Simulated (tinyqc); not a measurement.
Spectrum around the optical phonon: single-oscillator infrared dielectric function of a polar cubic crystal. Computed by tinyqc, a small Python program. Command: `OMP_NUM_THREADS=1 python tinyqc.py 3019424 3019425 out.jsonl infrared walk`. One thread of a shared host (Intel(R) Xeon(R) Processor @ 2.30GHz), about 0.01 s of CPU time with the checks.

One ion pair, charges +Z* and -Z*, in a cell of volume Omega = a^3/4. Frequencies omega are given as wavenumbers (1/cm); eps_s is the static dielectric constant.

Inputs (values chosen for the exercise, modelled on indium arsenide): lattice constant a = 6.058 angstrom; mass M_A = 114.82 u; mass M_B = 74.92 u; omega_TO = 221 1/cm; Born charge Z* = 2.59 e; eps_inf = 12.6; phonon damping gamma = 3.4 1/cm.

Structure: zinc blende. Free carriers: absent.

Constants: nu for 1 eV/(angstrom^2 u) = 15.6333042 THz; 1 THz = 33.35640952 1/cm; e^2/(4 pi eps_0) = 14.39964548 eV angstrom.

Method:
- mu = M_A M_B/(M_A + M_B); ionic plasma term W^2 = 4 pi Z*^2 (e^2/(4 pi eps_0))/(Omega mu) in eV/(angstrom^2 u), turned into 1/cm by W = 15.6333042 x 33.35640952 x sqrt(W^2); omega_LO^2 = omega_TO^2 + W^2/eps_inf; eps_s = eps_inf + W^2/omega_TO^2; Szigeti charge 3 Z*/(eps_inf + 2); longitudinal (Callen) charge Z*/eps_inf.
- eps(omega) = eps_inf + W^2/(omega_TO^2 - omega^2 - i gamma omega); n + i k = sqrt(eps) with k >= 0; R = |(n + i k - 1)/(n + i k + 1)|^2 at normal incidence from vacuum.
- The loss function is Im(-1/eps).

omega_LO = 243.387 1/cm

W = 361.925 1/cm

Spectrum:
```
omega (1/cm)    Re eps     Im eps         R  Im(-1/eps)
110             16.165   0.036288   0.36197  1.3887e-04
188             22.283    0.45859   0.42306  9.2317e-04
214             53.294     9.7239   0.58013   0.0033133
221               12.6     174.33   0.80159   0.0057065
227            -32.420     12.926   0.88314    0.010612
232            -13.045     4.0595   0.85913    0.021750
239            -3.0691     1.5378   0.67729     0.13050
243           -0.14855     1.0318   0.20872     0.94948
248             2.3014    0.68576  0.051720     0.11892
258             5.2271    0.36492   0.15390    0.013291
280             8.1731    0.14258   0.23209   0.0021337
365             11.048   0.022824   0.28885  1.8699e-04
608             12.192  0.0026307   0.30773  1.7699e-05
```

What follows from these numbers?

R peaks among these rows at 227 per cm with 0.88 and is lowest, 0.052, at 248; far above omega_LO it tends to ((sqrt(eps_inf) - 1)/(sqrt(eps_inf) + 1))^2 = 0.314. Im eps is largest at 221 and the loss function at 243: absorption marks the TO mode and the loss function the LO mode. Re eps is negative in some rows, where R averages 0.66.

Extremes, crossings and ranges named in words are read from the listed rows.
